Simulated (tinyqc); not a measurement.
Which pair of peaks is best: composition and strain of an epitaxial Si(1-x)Ge(x) layer from Raman and X-ray peaks. Computed by tinyqc, a small Python program. Command: `OMP_NUM_THREADS=1 python tinyqc.py 3026061 3026062 out.jsonl epiraman walk`. One thread of a shared host (Intel(R) Xeon(R) Processor @ 2.30GHz), about 0.01 s of CPU time with the checks.

A (001) layer, biaxially strained in the plane. The Raman peaks follow empirical lines omega = w0 + c1 x + c3 x^3 + b eps (c3 for Si-Ge alone), with eps the in-plane strain.

Inputs (values chosen for the exercise, modelled on silicon-germanium): Ge fraction x = 0.85; Si-Si: c1 = -63.8 1/cm; Si-Si: strain coefficient b = -687 1/cm; Si-Ge: c1 = 24.3 1/cm; Si-Ge: c3 = -36.1 1/cm; Si-Ge: strain coefficient b = -567 1/cm; Ge-Ge: c1 = 18.7 1/cm; Ge-Ge: strain coefficient b = -466 1/cm; uncertainty of a Raman peak = 0.3 1/cm.

Substrate: silicon.

Method. For each pair invert J = [d omega/dx, d omega/d eps] at the true x. Independent errors of the given size in both peaks give sigma_x and sigma_eps = uncertainty x (norm of the rows of the inverse of J).

Error propagation:
```
pair                det J    sigma_x  sigma_eps (per mille)
Si-Si and Si-Ge  -0.88682    0.30133                 28.264
Si-Si and Ge-Ge   42.5777  0.0058491                0.46844
Si-Ge and Ge-Ge    35.742  0.0061602                0.47923
```

The pair Si-Si and Ge-Ge fixes x best (sigma_x = 0.0058) and Si-Si and Si-Ge worst (0.30), a factor 52. Strain moves all peaks the same way, so a good pair needs different ratios of composition slope to strain coefficient, best of opposite sign; the slopes here are -63.8, -53.9 and 18.7 per cm for Si-Si, Si-Ge and Ge-Ge. Errors in the coefficients themselves are not counted.

Extremes, crossings and ranges named in words are read from the listed rows.
